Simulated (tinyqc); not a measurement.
Zener tunnelling in a reverse-biased junction, two-band WKB: two steps of the calculation.

Abrupt p-n junction, depletion approximation. Energies E are counted from the conduction-band edge of the neutral n side; its Fermi level lies at dn, that of the p side at dn - V, and the valence-band edge of the neutral p side at Em = dn + dp - V. Tunnelling needs 0 < E < Em. Two-band dispersion with equal masses m: inside the gap kappa = sqrt(m u (1 - u/Eg)/C), u the distance from a band edge, C = hbar^2/(2 m0).

Values chosen for this exercise; band and dielectric values close to those of gallium arsenide:
```
symbol,value,unit,meaning
T,300,K,temperature
Eg,1.4,eV,band gap
eps_r,13.1,,relative permittivity
Nc,4.45e17,cm^-3,conduction-band density of states at 300 K
Nv,8.85e18,cm^-3,valence-band density of states at 300 K
m,0.076,m0,band-edge mass of the two-band model
Na,1.1e19,cm^-3,acceptor density
Nd,3.1e18,cm^-3,donor density
V,-2.1,V,bias of the p side
```

Constants: q = 1.602176634e-19 C, kB = 1.380649e-23 J/K, hbar = 1.054571817e-34 J s, m0 = 9.1093837015e-31 kg, Vt = kB T/q, eps0 = 8.8541878128e-14 F/cm where lengths are in cm, hbar^2/(2 m0) = 0.0380998212 eV nm^2. Results are converted to the units shown.

Question 1. Fermi levels and built-in voltage. Nd = Nc F12(dn/Vt), Na = Nv F12(dp/Vt), F12(x) = (2/sqrt(pi)) int_0^infinity sqrt(u)/(1 + exp(u - x)) du; dn = EF - Ec on the n side, dp = Ev - EF on the p side (negative outside the bands); Vbi = Eg + dn + dp.

Find: dn; dp; Vbi.

Answer 1.

dn = 0.1087 eV
dp = 0.01679 eV
Vbi = 1.526 V

Boltzmann statistics would give dn = 0.0502 eV and dp = 0.00562 eV. At zero bias the bands of the two sides overlap by dn + dp.

Question 2. Width, field and exponent. W = sqrt(2 eps0 eps_r (Vbi - V)(1/Na + 1/Nd)/q), mean field F = (Vbi - V)/W, peak field 2 F. In a uniform field F the exponent is S = pi sqrt(m/C) Eg^1.5/(4 F). Transverse energy Et = C kt^2/m raises it to S (1 + 4 Et/Eg), so T = exp(-S) exp(-Et/Eb) with Eb = Eg/(4 S). KJ = (2 q^2/h) m/(4 pi C) (times 1e14 for A/cm^2 per eV^2).

Vbi = 1.5255024 V

Give: W; mean field; S; exp(-S); Eb; tunnelling length Eg/F.

Answer 2.

W = 46.589 nm
mean field = 0.77818 MV/cm
S = 23.613
exp(-S) = 5.5609e-11
Eb = 14.823 meV
tunnelling length Eg/F = 17.991 nm

Range of the model: Parabolic densities of states, no band tails and no gap narrowing, all of which matter at such doping.

Program tinyqc, `OMP_NUM_THREADS=1 python tinyqc.py 2620102 2620103 out.jsonl`; Intel Xeon 2.30GHz, shared host, one thread, about 0.02 s.
